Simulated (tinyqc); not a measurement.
# Junction parameters from two forward currents

Problem. D(v) = J1 (exp(v/Vt) - 1) + J2 (exp(v/(2 Vt)) - 1). Find J1, J2 and the voltage 2 Vt ln(J2/J1) near which both parts are equal.

Parameters, values chosen for the exercise: temperature T = 358 K.

Constants: q = 1.602176634e-19 C, kB = 1.380649e-23 J/K, Vt = kB T/q. Results are converted to the units shown.

junction voltages (V): [0.35, 0.67]
currents (uA/um): [2.1485011e-5, 0.0051457007]

Solution. The current is linear in J1 and J2, so two points give two equations.

J1 = 4.80e-13 uA/um
J2 = 7.40e-8 uA/um
crossover = 0.737 V

Numbers from tinyqc (`OMP_NUM_THREADS=1 python tinyqc.py 2182029 2182030 out.jsonl`; about 0.2 s on one thread of a shared Intel Xeon 2.30GHz).
